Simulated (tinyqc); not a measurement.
## Gap voltage and exponent from three temperatures

Problem. At constant current VBE(T) = Vg0 - a T - eta (kB T/q) ln T, where a is a constant. Find Vg0, eta and dVBE/dT at the middle temperature.

Constants: q = 1.602176634e-19 C, kB = 1.380649e-23 J/K. Results are converted to the units shown.

T (K): [273, 300, 330]
VBE at a constant current (V): [0.7870315254, 0.7434902354, 0.6942530178]

Solution. The relation is linear in Vg0, a and eta, so three points give a linear system; the slope is (VBE - Vg0 - eta kB T/q)/T. eta rests on the curvature of VBE(T) alone, so real fits need accuracy of some tens of microvolts or better.

Vg0 = 1.14 V
eta = 3.50
dVBE/dT = -1.63 mV/K

Computed by the program tinyqc: `OMP_NUM_THREADS=1 python tinyqc.py 2062005 2062006 out.jsonl`, one thread of a shared Intel Xeon 2.30GHz, about 0.02 s for the whole run.
